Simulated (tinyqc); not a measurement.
Virtual-crystal alloy in the empirical-pseudopotential method: one step. Levels in the small basis. Four cases, with inputs chosen for the exercise.

Task: Diagonalise; the gap between the fourth and fifth level is a first estimate of the direct gap at X.

Give: levels (absolute scale of H); gap.

Case 1.

H in this small basis (eV):
```
             000      -200    -1+1+1    -1-1-1    -1+1-1    -1-1+1
000      4.94443         0  -2.08413   2.08413  -2.08413  -2.08413
-200           0   4.94443   2.08413  -2.08413  -2.08413  -2.08413
-1+1+1  -2.08413   2.08413   9.88886  -0.38504         0         0
-1-1-1   2.08413  -2.08413  -0.38504   9.88886         0         0
-1+1-1  -2.08413  -2.08413         0         0   9.88886   0.38504
-1-1+1  -2.08413  -2.08413         0         0   0.38504   9.88886
```

Result:

levels (absolute scale of H) (eV): 2.662  2.662  9.504  9.504  12.556  12.556

gap = 3.053 eV

The full basis gives 3.843 eV for this gap.

Case 2.

H in this small basis (eV):
```
             000      -200    -1+1+1    -1-1-1    -1+1-1    -1-1+1
000      4.94457         0  -2.11770   2.11770  -2.11770  -2.11770
-200           0   4.94457   2.11770  -2.11770  -2.11770  -2.11770
-1+1+1  -2.11770   2.11770   9.88914  -0.39239         0         0
-1-1-1   2.11770  -2.11770  -0.39239   9.88914         0         0
-1+1-1  -2.11770  -2.11770         0         0   9.88914   0.39239
-1-1+1  -2.11770  -2.11770         0         0   0.39239   9.88914
```

Result:

levels (absolute scale of H) (eV): 2.607  2.607  9.497  9.497  12.619  12.619

gap = 3.122 eV

The full basis gives 3.914 eV for this gap.

Case 3.

H in this small basis (eV):
```
                      000               -200             -1+1+1             -1-1-1             -1+1-1
000               4.50688           0.75103i  -2.19457-0.75926i   2.19457+0.75926i  -2.19457+0.75926i
-200            -0.75103i            4.50688   2.19457-0.75926i  -2.19457+0.75926i  -2.19457-0.75926i
-1+1+1  -2.19457+0.75926i   2.19457+0.75926i            9.01377           -0.20681           0.75103i
-1-1-1   2.19457-0.75926i  -2.19457-0.75926i           -0.20681            9.01377          -0.75103i
-1+1-1  -2.19457-0.75926i  -2.19457+0.75926i          -0.75103i           0.75103i            9.01377
-1-1+1  -2.19457-0.75926i  -2.19457+0.75926i          -0.75103i           0.75103i            0.20681

                   -1-1+1
000     -2.19457+0.75926i
-200    -2.19457-0.75926i
-1+1+1           0.75103i
-1-1-1          -0.75103i
-1+1-1            0.20681
-1-1+1            9.01377
```

Result:

levels (absolute scale of H) (eV): -0.494  4.027  8.807  8.807  11.953  11.968

gap = 3.146 eV

The full basis gives 4.221 eV for this gap.

Case 4.

H in this small basis (eV):
```
             000      -200    -1+1+1    -1-1-1    -1+1-1    -1-1+1
000      4.72994         0  -2.18893   2.18893  -2.18893  -2.18893
-200           0   4.72994   2.18893  -2.18893  -2.18893  -2.18893
-1+1+1  -2.18893   2.18893   9.45987  -0.19703         0         0
-1-1-1   2.18893  -2.18893  -0.19703   9.45987         0         0
-1+1-1  -2.18893  -2.18893         0         0   9.45987   0.19703
-1-1+1  -2.18893  -2.18893         0         0   0.19703   9.45987
```

Result:

levels (absolute scale of H) (eV): 2.170  2.170  9.263  9.263  12.217  12.217

gap = 2.954 eV

The full basis gives 3.786 eV for this gap.

Computed by tinyqc, one run a case: `OMP_NUM_THREADS=1 python tinyqc.py N N+1 out.jsonl` with N = 1080562, 1080569, 1080622, 1080777; one thread of a shared Intel(R) Xeon(R) Processor @ 2.30GHz, about 0.3 s a run at most.
